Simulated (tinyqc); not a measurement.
Bandgap voltage reference from two bipolar transistors: one step of the calculation.

Two transistors of area 1 and N carry the same current I. Is(T) = Is (T/T0)^eta exp[(Vg0 q/kB)(1/T0 - 1/T)], VBE1 = Vt ln(I/Is(T)) + I rb, VBE2 = Vt ln(I/(N Is(T))) + I rb/N. The amplifier forces I R1(T) = VBE1 - VBE2 + Vos, with R(T) = R (1 + tc (T - T0)) for both resistors, and the output is Vref = VBE1 + I R2(T). Base currents and the Early effect are neglected.

Problem. Operating point at the reference temperature. Vt = kB T/q; I = (Vt ln N + Vos)/(R1(T) - rb (1 - 1/N)). Evaluate at T = T0.

Values chosen for this exercise; values of the order met in silicon bipolar transistors:
- T0 = 298 K (reference temperature)
- Vg0 = 1.176 V (band-gap voltage extrapolated to 0 K)
- eta = 3.9 (temperature exponent of the saturation current)
- Is = 4.7e-18 A (saturation current of the unit transistor at T0)
- N = 24 (area ratio of the second transistor)
- R1 = 11 kohm (resistor across which the difference of VBE falls, at T0)
- tc = 0 ppm/K (temperature coefficient of both resistors)
- Vos = 0 mV (offset of the amplifier)
- rb = 10 ohm (series resistance of the unit transistor)
- R2 = 67.69 kohm (output resistor at T0)

Constants: q = 1.602176634e-19 C, kB = 1.380649e-23 J/K. Results are converted to the units shown.

Wanted: Vt; I; Is(T); VBE1; I R2; Vref.

Solution.

Vt = 0.02568 V
I = 7.426 uA
Is(T) = 4.700e-18 A
VBE1 = 0.7214 V
I R2 = 0.5026 V
Vref = 1.224 V

Program tinyqc, `OMP_NUM_THREADS=1 python tinyqc.py 2062126 2062127 out.jsonl`; Intel Xeon 2.30GHz, shared host, one thread, about 0.03 s.
